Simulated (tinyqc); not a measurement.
Random telegraph noise from one oxide trap in a small MOSFET: one step of the calculation.

An acceptor-like trap exchanges electrons with the channel. Inversion charge Q = Cox u, u = n Vt W0(exp((Vg - VT)/(n Vt))), W0 the Lambert function, n = nf, Cox = eps0 eox/tox; linear regime Id = (W/L) mu Q Vd. Relative to threshold the surface potential rises by Vt ln(u/u0) and the oxide voltage by the rest of Vg - VT, with u0 = n Vt W0(1).

Question. Lorentzian spectrum. Spectrum S(f) = 4 dI^2/{(tc + te)[(1/tc + 1/te)^2 + (2 pi f)^2]}; corner fc = (1/tc + 1/te)/(2 pi); variance dI^2 tc te/(tc + te)^2. Give S at f = 0, at fc and at 10 fc.

tc = 6.5689478 s
te = 2.5161552 s
dI = 12.207550 nA

Wanted: fc; S(0); S(fc); S(10 fc); rms current.

Answer.

fc = 0.08748 Hz
S(0) = 2.172e-16 A^2/Hz
S(fc) = 1.086e-16 A^2/Hz
S(10 fc) = 2.150e-18 A^2/Hz
rms current = 5.463 nA

The rms value is 0.447 of the step; it reaches its largest share, 1/2, when tc = te.

Range of the model: VT is taken as given; short-channel effects and the uneven flow of current among few electrons are left out.

Numbers from tinyqc (`OMP_NUM_THREADS=1 python tinyqc.py 2710028 2710029 out.jsonl`; about 0.01 s on one thread of a shared Intel Xeon 2.30GHz).
